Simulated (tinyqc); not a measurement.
## Trap density and cross-section from the conductance peak

Problem. For a continuum of interface traps on an n-type substrate Gp/w peaks at 2 pi f tau = 1.9803 with the height 0.40237 q Dit, and tau = 1/(sn vth Nd exp(psi/Vt)) with psi = ps. Find Dit, tau and sn.

Parameters, values chosen for the exercise: temperature T = 200 K; donor density Nd = 7e16 cm^-3; band bending psi ps = -0.079 V; thermal velocity vth = 1.9e7 cm/s.

Constants: q = 1.602176634e-19 C, kB = 1.380649e-23 J/K, Vt = kB T/q. Results are converted to the units shown.

peak Gp/w = 83.806816 nF/cm^2
frequency of the peak = 7.2801327e6 Hz

Solution. The height gives Dit, the position tau, and tau with the surface density gives sn.

Dit = 1.300e12 cm^-2 eV^-1
tau = 4.329e-8 s
sn = 1.700e-15 cm^2

Numbers from tinyqc (`OMP_NUM_THREADS=1 python tinyqc.py 2030082 2030083 out.jsonl`; about 0.01 s on one thread of a shared Intel Xeon 2.30GHz).
